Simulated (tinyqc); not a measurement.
What moves the results: quasiparticle equation with a plasmon-pole self-energy for two band edges. A value that a table varies takes the place of the one given here.

For each edge E = e + X + Sc(E), with the correlation part Sc(E) = A[0]/(E - a + w) + A[1]/(E - b - w); a and b are the valence and conduction energies that enter the Green function (a = ev, b = ec in the one-shot scheme). Z = 1/(1 - dSc/dE), dSc/dE = -A[0]/(E - a + w)^2 - A[1]/(E - b - w)^2.

Parameters, chosen for this exercise (scales of the order of those of AlN; the results hold for these values, not for the real material):

| symbol | value | unit | meaning |
|---|---|---|---|
| ev | 0 | eV | mean-field valence top |
| ec | 4.2 | eV | mean-field conduction edge |
| w | 20.1 | eV | pole energy |
| Av | (89.3, 37.4) | eV^2 | weights of the valence state on the hole and electron poles |
| Ac | (43.4, 74.8) | eV^2 | the same for the conduction state |
| Xv | -4.43 | eV | exchange minus the mean-field potential, valence |
| Xc | 2.87 | eV | the same, conduction |

## Schemes compared

Z = 1; linearised; exact one-shot; energies updated in G (a, b); updated in G and W, where w grows by half of the opening of the gap (a rule chosen for the exercise).

Results (eV):

| scheme | Ev | Ec | gap | opening |
|---|---|---|---|---|
| mean field | 0.000 | 4.200 | 4.200 | 0.000 |
| Z = 1 | -1.526 | 5.135 | 6.661 | 2.461 |
| linearised | -1.188 | 4.943 | 6.131 | 1.931 |
| one-shot, exact | -1.178 | 4.940 | 6.118 | 1.918 |
| update G | -1.399 | 4.987 | 6.386 | 2.186 |
| update G and W | -1.581 | 5.114 | 6.694 | 2.494 |

What does this show?

The openings run from 1.918 (one-shot, exact) to 2.494 eV (update G and W). Linearising moves the gap by 13 meV, updating G +268 meV and updating W a further +308 meV: once Z is kept, the level of self-consistency matters more than linearising.

## The starting point

The mean-field gap is opened by d (ev lowered by d/2, ec raised by d/2) and X is changed by the opposite amounts, so that e + X stays; one-shot and G-updated gaps.

Gaps (eV):

| d | start | one-shot | update G |
|---|---|---|---|
| 0.0 | 4.200 | 6.1181 | 6.3864 |
| 0.2 | 4.400 | 6.1430 | 6.3864 |
| 0.4 | 4.600 | 6.1676 | 6.3864 |
| 0.6 | 4.800 | 6.1921 | 6.3864 |
| 0.9 | 5.100 | 6.2286 | 6.3864 |
| 1.2 | 5.400 | 6.2646 | 6.3864 |
| 1.6 | 5.800 | 6.3121 | 6.3864 |

How do the results move?

The one-shot gap moves by a fraction 0.12 of any change of the starting gap, while the updated gap, 6.3864 eV, does not depend on it. The two agree where the start already equals the result, near d = 2.19 eV. A real change of starting point alters the orbitals and the screening too; this model holds both fixed.

## What each parameter does

Exact one-shot edges and Z of the valence state there. Each row changes one parameter from the base and keeps the others.

Results:

| case | Ev (eV) | Ec (eV) | gap (eV) | Z |
|---|---|---|---|---|
| base | -1.1784 | 4.9397 | 6.1181 | 0.7651 |
| w = 21.11 eV | -1.3216 | 5.0396 | 6.3612 | 0.7808 |
| Xv = -4.53 eV | -1.2549 | 4.9397 | 6.1946 | 0.7641 |
| Xc = 2.97 eV | -1.1784 | 5.0185 | 6.1969 | 0.7651 |
| ec = 4.3 eV | -1.1740 | 5.0342 | 6.2083 | 0.7654 |
| Av = (93.76, 37.4) eV^2 | -0.9995 | 4.9397 | 5.9392 | 0.7602 |
| Ac = (43.4, 78.54) eV^2 | -1.1784 | 4.7885 | 5.9669 | 0.7651 |

What can be read from the table?

The largest shifts from the base row, up to three for each result and ties (the steps differ in size, so this ranks the rows, not the parameters). Ev (eV): Av +0.1789, w -0.1432, Xv -0.0765; unchanged at the printed digits by Xc and Ac. Ec (eV): Ac -0.1512, w +0.0999, ec +0.0946; unchanged at the printed digits by Xv and Av. gap (eV): w +0.2431, Av -0.1789, Ac -0.1512. Z: w +0.0157, Av -0.0049, Xv -0.0010; unchanged at the printed digits by Xc and Ac.

Run: tinyqc, `OMP_NUM_THREADS=1 python tinyqc.py 1851249 1851250 out.jsonl`; Intel(R) Xeon(R) Processor @ 2.30GHz, one thread, shared host; about 0.02 s of CPU time with all checks.
